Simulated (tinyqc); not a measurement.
Gain for each load and current direction: deformation-potential model of the L valleys of a conduction band.

Valleys with axes along [111], [1-1-1], [-11-1] and [-1-11], one whole valley each. Herring-Vogt shift of a valley with unit axis a: dE = Xd tr(e) + Xu a.e.a. Non-degenerate shares n_i = exp(-dE_i/kT)/sum_j exp(-dE_j/kT). Inverse mass tensor of a valley: (1 - a a)/mt + a a/ml; the masses are taken as independent of strain.

s11 = (C11 + C12)/((C11 - C12)(C11 + 2 C12)), s12 = -C12/((C11 - C12)(C11 + 2 C12)), s44 = 1/C44; exx = s11 sxx + s12 (syy + szz) and cyclic, exy = s44 sxy/2; tension is positive. A uniaxial stress X along the unit vector n is s_ij = X n_i n_j.

Constants: kB = 8.617333262e-05 eV/K.

Parameters, chosen for this exercise (near those of Ge; not measured data):
- ml = 1.583 m0 (longitudinal mass)
- mt = 0.082 m0 (transverse mass)
- Xd = -6.92 eV (dilation potential)
- Xu = 15.67 eV (uniaxial potential)
- C11 = 123.4 GPa
- C12 = 47.4 GPa
- C44 = 63 GPa
- X1 = 0.8 GPa (size of the stress)
- T = 77 K (temperature)

Each load has the size X1. Gain m_c(0)/m_c - 1 in per cent from repopulation alone, m_c = 1/(u.M.u), M = sum_i n_i (inverse mass tensor); biaxial means sxx = syy.

Gain (%); + is tension, - compression:
```
load                [100]  [010]  [001]  [110]  [1-10]  [111]
uniaxial [110] (+)    0.0    0.0    0.0   46.2   -46.2   30.8
uniaxial [110] (-)    0.0    0.0    0.0  -46.2    46.2  -30.8
uniaxial [100] (+)    0.0    0.0    0.0    0.0     0.0    0.0
uniaxial [100] (-)    0.0    0.0    0.0    0.0     0.0    0.0
uniaxial [111] (+)    0.0    0.0    0.0   15.4   -15.4   30.8
uniaxial [111] (-)    0.0    0.0    0.0  -46.2    46.2  -92.4
biaxial (001) (+)     0.0    0.0    0.0    0.0     0.0    0.0
biaxial (001) (-)     0.0    0.0    0.0    0.0     0.0    0.0
```

What can be read from this table?

The largest gain is +46.2 %, for uniaxial [110] (+) with the current along [110], uniaxial [110] (-) with the current along [1-10] and uniaxial [111] (-) with the current along [1-10]; for a [110] channel it is +46.2 %, under uniaxial [110] (+). No gain or loss appears under biaxial (001) and uniaxial [100]: the valleys stay equivalent.

(tinyqc, `OMP_NUM_THREADS=1 python tinyqc.py 1051076 1051077 out.jsonl`, Intel(R) Xeon(R) Processor @ 2.30GHz, 1 thread, shared host, about 0.03 s.)
